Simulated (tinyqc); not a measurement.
Raising U: Hubbard chain of 6 sites, mean field against exact. Computed by the program tinyqc. Collinear unrestricted mean field (the lowest of 40 random starts) against exact diagonalisation.

one-body matrix (hopping and site energies) (eV):
```
         1        2        3        4        5        6
1   0.0000  -0.9900   0.0000   0.0000   0.0000   0.0000
2  -0.9900   0.0000  -0.9900   0.0000   0.0000   0.0000
3   0.0000  -0.9900   0.0000  -0.9900   0.0000   0.0000
4   0.0000   0.0000  -0.9900   0.0000  -0.9900   0.0000
5   0.0000   0.0000   0.0000  -0.9900   0.0000  -0.9900
6   0.0000   0.0000   0.0000   0.0000  -0.9900   0.0000
```

electrons, up and down: 3  2

Exact and mean-field results (eV):
```
U            U/t    E exact  E mean field  mean |n_up - n_down|  double occupancy, exact  first gap in the sector
0.4900    0.4949  -6.012188     -5.989783                0.1667                   0.1499                   0.7779
0.9900    1.0000  -5.587756     -5.497815                0.1690                   0.1332                   0.7413
1.9800    2.0000  -4.888353     -4.557619                0.2566                   0.1031                   0.6524
2.9700    3.0000  -4.352094     -3.745248                0.4205                   0.0785                   0.5656
3.9600    4.0000  -3.944515     -3.152342                0.5689                   0.0597                   0.4904
7.9200    8.0000  -3.049408     -2.165231                0.7941                   0.0231                   0.3018
11.8800  12.0000  -2.661598     -1.935500                0.8229                   0.0115                   0.2123
19.8000  20.0000  -2.322895     -1.801611                0.8296                   0.0044                   0.1316
```

Estimate the missing row, U = 5.94.

Computed row:
```
U          U/t    E exact  E mean field  mean |n_up - n_down|  double occupancy, exact  first gap in the sector
5.9400  6.0000  -3.391942     -2.464167                0.7113                   0.0359                   0.3773
```

In absolute terms mean field is worst at U/t = 6.0, 0.928 eV too high: at small U it is nearly exact, and at large U it still misses the motion of the hole through a fluctuating spin background. Relative to the exact energy its error is 0.4 % at the smallest U, 29 % at most and 22 % at the largest. The double occupancy falls from 0.150 to 0.004.
